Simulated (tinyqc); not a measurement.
Inside a calculation. Model: gated graphene, quantum capacitance.

tinyqc, about 0.01 s, one thread, Intel Xeon 2.30GHz (shared host): `OMP_NUM_THREADS=1 python tinyqc.py 2200022 2200023 out.jsonl` Printed values are rounded.

phi is the Fermi level above the Dirac point, in volts; Vg is counted from the gate voltage of charge neutrality. Ideal linear bands, no charge puddles.

Inputs (values chosen for the exercise); values close to those of graphene: temperature T = 300 K; relative permittivity of the gate insulator (close to silicon dioxide) eox = 3.9; insulator thickness tox = 2.3 nm; Fermi velocity vF = 1.13e6 m/s; density of traps Dit = 0 cm^-2 eV^-1; gate voltage Vg = 0.76 V.

Constants: q = 1.602176634e-19 C, kB = 1.380649e-23 J/K, hbar = 1.054571817e-34 J s, Vt = kB T/q, eps0 = 8.8541878128e-14 F/cm where lengths are in cm. Results are converted to the units shown.

## Gate capacitance

Cox = eps0 eox/tox.

Cox = 1.501362 uF/cm^2

## Starting value

phi = Vg.

phi at the start = 0.76 V

## Iteration 1: new phi

N0 = (2/pi)(kB T/(hbar vF))^2; n = N0 F1(phi/Vt), p = N0 F1(-phi/Vt), F1(e) = int_0^infinity u du/(1 + exp(u - e)) = -Li2(-exp(e)); Cq = q d(n - p)/dphi = (q N0/Vt) ln[2 (1 + cosh(phi/Vt))]. Newton: f = phi + q (n - p + Dit phi)/Cox - Vg, phi(new) = phi - f/(1 + (Cq + q Dit)/Cox).

n = 3.336099e13 cm^-2
p = 0.01313838 cm^-2
Cq = 14.01250 uF/cm^2
f = 3.560113 V
phi after iteration 1 = 0.4154682 V

## Iteration 2: new phi

As before.

n = 1.005852e13 cm^-2
p = 8061.613 cm^-2
Cq = 7.660196 uF/cm^2
f = 0.7288620 V
phi after iteration 2 = 0.2960250 V

## Iteration 3: new phi

As before.

n = 5.168690e12 cm^-2
p = 8.184242e5 cm^-2
Cq = 5.457971 uF/cm^2
f = 0.08760093 V
phi after iteration 3 = 0.2771265 V

## Course of the iteration

Stop when the step is below 1e-10 V, or after 40 iterations.

Course of the iteration:
```
iteration  phi before the step (V)   step (V)
1                             0.76     -0.345
2                        0.4154682     -0.119
3                        0.2960250    -0.0189
4                        0.2771265   -4.98e-4
5                        0.2766285   -3.46e-7
6                        0.2766281  -1.67e-13
```

Converged in 6 iterations.

## Charge and capacitances at the solution

converged phi = 0.2766281 V

N0 = (2/pi)(kB T/(hbar vF))^2; n = N0 F1(phi/Vt), p = N0 F1(-phi/Vt), F1(e) = int_0^infinity u du/(1 + exp(u - e)) = -Li2(-exp(e)); Cq = q d(n - p)/dphi = (q N0/Vt) ln[2 (1 + cosh(phi/Vt))]. 1/C_G = 1/Cox + 1/(Cq + q Dit); dphi/dVg = Cox/(Cox + Cq + q Dit).

n - p = 4.529565e12 cm^-2
Cq = 5.100353 uF/cm^2
C_G = 1.159922 uF/cm^2
dphi/dVg = 0.2274200

Cq is 3.40 times Cox, so C_G is 77.3 % of Cox; 36.4 % of the gate voltage has gone into phi.
